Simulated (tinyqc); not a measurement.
# Resistance of a tapered via with liner, size effect and interface: what changes with what

A round via whose diameter grows from db at the bottom as D(z) = db + 2 z/tan(ang). The fill, of diameter D - 2 tl, starts above the bottom liner (thickness fb tl) and has rho = rho0 (1 + ks lam/(D - 2 tl)); the sidewall liner conducts in parallel with it. The bottom liner and the interface are crossed over the full area pi db^2/4. Spreading in the lines above and below is left out.

Inputs (values chosen for the exercise); fill metal close to cobalt:
```
symbol,value,unit,meaning
db,35,nm,diameter at the bottom
hv,110,nm,height
ang,88,degrees,sidewall angle
rho0,6.36,uohm cm,bulk resistivity of the fill
lam,11.4,nm,mean free path of the fill
ks,1,,size-effect factor
tl,1.1,nm,liner on the sidewall
fb,0.7,,liner at the bottom over that on the sidewall
rl,200,uohm cm,resistivity of the liner
ri,6e-12,ohm cm^2,interface resistivity at the bottom
Sb,1e15,S/m^2,"ballistic conductance per area, about 3/(4 rho0 lam)"
rho2,7.98,uohm cm,bulk resistivity of the second fill (close to ruthenium)
lam2,6.73,nm,its mean free path
tl2,0.5,nm,its liner
```

Each table varies one quantity; the others keep the values above.

## Via resistance against the diameter at the bottom

Slices between z0 = fb tl and hv, evaluated at their midpoints: conductance per length pi/4 [(D - 2 tl)^2/rho + (D^2 - (D - 2 tl)^2)/rl], slice resistance = slice height over that. 2000 slices. R_fill = sum of the slices; R_bottom = rl fb tl/(pi db^2/4); R_interface = ri/(pi db^2/4); ballistic (Sharvin) limit 1/(Sb pi (db - 2 tl)^2/4); ideal cylinder rho0 hv/(pi db^2/4).

Result of one run:
columns A: db (nm); B: R_fill (ohm); C: R_bottom (ohm); D: R_interface (ohm); E: R (ohm); F: ballistic limit (ohm); G: R over ideal cylinder; H: largest part
```
A       B       C       D      E       F      G     H
58  2.965  0.5829  0.2271  3.775  0.4089  1.426  fill
```

What becomes of these results when the diameter at the bottom db is changed from 58 to 42 nm, all else the same?

Result of the changed run:
columns A: db (nm); B: R_fill (ohm); C: R_bottom (ohm); D: R_interface (ohm); E: R (ohm); F: ballistic limit (ohm); G: R over ideal cylinder; H: largest part
```
A       B      C       D      E       F      G     H
42  5.879  1.112  0.4331  7.424  0.8038  1.470  fill
```

The whole series:
columns A: db (nm); B: R_fill (ohm); C: R_bottom (ohm); D: R_interface (ohm); E: R (ohm); F: ballistic limit (ohm); G: R over ideal cylinder; H: largest part
```
A        B       C       D      E       F      G     H
6    541.1   54.47   21.22  616.8   88.17  2.493  fill
8.3  233.1   28.46   11.09  272.6   34.22  2.109  fill
11   117.4   16.20   6.314  139.9   16.44  1.900  fill
16   49.09   7.659   2.984  59.74   6.686  1.717  fill
22   24.00   4.051   1.578  29.63   3.248  1.610  fill
30   12.14   2.179  0.8488  15.17   1.647  1.533  fill
42   5.879   1.112  0.4331  7.424  0.8038  1.470  fill
58   2.965  0.5829  0.2271  3.775  0.4089  1.426  fill
80   1.512  0.3064  0.1194  1.938  0.2104  1.392  fill
```

R falls from 617 to 1.94 ohm. The fill is the largest part at db = 6 and in all other rows. R goes as db^(-2.52) between the first two rows and db^(-2.07) between the last two; area alone gives -2.

## Via resistance against the height

Same model as above.

2000 slices.

The same in every row: R_bottom (ohm) = 1.6006; R_interface (ohm) = 0.62363; ballistic limit (ohm) = 1.1835.

Via resistance against the height:
```
hv (nm)  R_fill (ohm)  R (ohm)  R over ideal cylinder  largest part
21             1.9385   4.1627                 2.9987          fill
30             2.7444   4.9687                 2.5055          fill
44             3.9355   6.1598                 2.1178          fill
64             5.5164   7.7407                 1.8297          fill
92             7.5202   9.7444                 1.6023          fill
130            9.9096   12.134                 1.4120          fill
190            13.069   15.293                 1.2176          fill
280            16.780   19.004                 1.0268          fill
```

R rises from 4.16 to 19.0 ohm. The fill is the largest part at hv = 21 and in all other rows. The share of the two bottom terms goes from 53.4 to 11.7 %. For hv = 21 the ballistic limit exceeds half of R_fill, so the diffusive model understates R.

## Two fill metals against the diameter

2000 slices. R_fill = sum of the slices; R_bottom = rl fb tl/(pi db^2/4); R_interface = ri/(pi db^2/4). The second fill has rho2, lam2 and tl2 in place of rho0, lam and tl.

Two fill metals against the diameter:
```
db (nm)  R, first fill (ohm)  R, second fill (ohm)  ratio second/first
6                      616.8                 376.1              0.6098
8.5                    257.4                 183.3              0.7124
12                     114.4                 91.12              0.7962
17                     52.20                 45.19              0.8656
24                     24.53                 22.60              0.9216
35                     10.92                 10.59              0.9702
49                     5.369                 5.391               1.004
70                     2.554                 2.635               1.032
100                    1.224                 1.288               1.052
```

The ratio goes from 0.610 to 1.05. The two fills give the same R at db = 46.8 nm; below it the second gives the lower R. Ratios within a few per cent of 1 are a tie, given that ballistic terms are left out.

Numbers from tinyqc (`OMP_NUM_THREADS=1 python tinyqc.py 2750101 2750102 out.jsonl`; about 0.01 s on one thread of a shared Intel Xeon 2.30GHz).
